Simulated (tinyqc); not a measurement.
Neutral against charged centre: trap in a gate oxide as a short-range spherical well.

Lucovsky model (delta well, plane-wave final states, no local-field factor): sigma = (32 pi alpha c/(3 n_r m Et)) (x - 1)^(3/2)/x^3, x = h nu/Et, c = hbar^2/2m0; 1 angstrom^2 = 1e-16 cm^2.

Constants: hbar^2/2m0 = 3.80998211 eV angstrom^2; fine-structure constant alpha = 0.007297352564.

Parameters, chosen for this exercise (out of a larger set: near those of HfO2 on Si; not measured data): m = 0.204 m0 (mass); n_r = 1.89 (refractive index); xs = (1.1, 1.18, 1.56, 1.83, 2.12, 2.87, 4.97, 8.95) (photon energies h nu/Et).

Et = 1.05116 eV

Lucovsky cross-section, its shape relative to the peak, and the shape of a hydrogen-like centre relative to threshold: x^-4 exp(4 - 4 atan(e)/e)/(1 - exp(-2 pi/e)), e = sqrt(x - 1).

Results:

| x | h nu (eV) | sigma (1e-18 cm^2) | relative to peak | hydrogen-like |
|---|---|---|---|---|
| 1.10 | 1.156 | 5.46 | 0.190 | 0.775 |
| 1.18 | 1.240 | 10.7 | 0.372 | 0.641 |
| 1.56 | 1.640 | 25.4 | 0.883 | 0.297 |
| 1.83 | 1.924 | 28.4 | 0.987 | 0.190 |
| 2.12 | 2.228 | 28.6 | 0.995 | 0.125 |
| 2.87 | 3.017 | 24.9 | 0.865 | 0.052 |
| 4.97 | 5.224 | 14.8 | 0.515 | 0.010 |
| 8.95 | 9.408 | 7.19 | 0.250 | 0.002 |

What does the comparison show?

The short-range centre starts from zero, reaches half its peak at x = 1.24 and peaks at x = 2; in the last row it still has 25 % of the peak. The Coulomb centre is largest at threshold and is down to 0.2 % there. Reading the peak as the threshold would misplace the level by a factor 2, here 1.05 eV. Rows above the gap, about 5.8 eV, are hidden by band-to-band absorption.

tinyqc: `OMP_NUM_THREADS=1 python tinyqc.py 1250359 1250360 out.jsonl`; about 0.01 s, one thread, shared Intel(R) Xeon(R) Processor @ 2.30GHz.
